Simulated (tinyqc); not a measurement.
# Changing the diffusion length L

Model: surface photovoltage measurement of the minority-carrier diffusion length in a wafer. Computed by tinyqc, a small Python program. Command: `OMP_NUM_THREADS=1 python tinyqc.py 3130111 3130112 out.jsonl spv sweep`. One thread of a shared host (Intel(R) Xeon(R) Processor @ 2.30GHz), about 0.02 s of CPU time with the checks.

Low injection, steady light, a depletion layer much thinner than 1/alpha and L. The excess density dn is taken at the front edge of the neutral region; light that reaches the back is lost.

Inputs (values chosen for the exercise, modelled on p-type silicon at room temperature):
```
quantity                                             value        unit
wafer thickness W                                      625  micrometre
diffusivity D                                         32.2      cm^2/s
front recombination velocity S_f                      6100        cm/s
back recombination velocity S_b                      36000        cm/s
photon flux entering                               2.6e+11  1/(cm^2 s)
minority density at the surface barrier scale n_0  4.2e+10      1/cm^3
temperature T                                          298           K
wavelength                                             829          nm
relative noise of each reading                         0.5           %
```

normal deviates g for the noise: 0.45  1.74  0.03  -1.25  -2.05  -1.10  -0.09

Constants: k_B = 8.617333262e-05 eV/K.

Method:
- alpha = (84.732/lambda - 76.417)^2 per cm with lambda in micrometre (an empirical fit for silicon between 0.7 and 1.05 micrometre).
- Thick wafer: dn = Phi L/((S_f + D/L)(L + 1/alpha)). Finite wafer, with s = S_b L/D, w = W/L, a = alpha L: dn = [Phi a/(a^2 - 1)] [a - B - exp(-alpha W)(a - s)/(cosh w + s sinh w)]/(S_f + B D/L), B = (sinh w + s cosh w)/(cosh w + s sinh w).
- Photovoltage V = (k_B T/e) ln(1 + dn/n_0). Lifetime = L^2/D.
- Readings y = (Phi/dn) (1 + noise x g) at 780, 830, 880, 920, 950, 975 and 995 nm; a least-squares line y = c (1/alpha + L_app) gives L_app = intercept/slope.

One run for each value; columns: (1) diffusion length L (micrometre); (2) apparent length L_app (micrometre); (3) error of L_app (rounded to 0.001) (%); (4) dn, finite wafer (1/cm^3); (5) B:
```
(1)      (2)          (3)         (4)     (5)
8       7.99  -7.8000e-02  1.9485e+06  1.0000
29     29.12   4.3000e-01  9.9539e+06  1.0000
54     54.35   6.4300e-01  1.6860e+07  1.0000
100   100.93   9.2800e-01  2.4252e+07  1.0000
190   190.55   2.9000e-01  3.0887e+07  1.0025
370   330.02  -1.0807e+01  3.5446e+07  1.0672
700   441.10  -3.6986e+01  3.7442e+07  1.3908
1300  491.54  -6.2189e+01  3.8117e+07  2.2107
2500  509.45  -7.9622e+01  3.8332e+07  4.0277
```

Describe the trends.

Over the rows, apparent length L_app (micrometre) rises from 7.99 to 509 (exponent d ln y / d ln x 1.0 between the first rows and 0.055 between the last); error of L_app (rounded to 0.001) (%) goes from -0.0780 through a maximum among these rows, 0.928 at 100, to -79.6; dn, finite wafer (1/cm^3) rises from 1.95e6 to 3.83e7 (exponent d ln y / d ln x 1.3 between the first rows and 0.0086 between the last).  Left out: 15.0 (alpha L too near 1 for the formula).

Extremes, crossings and ranges named in words are read from the listed rows.
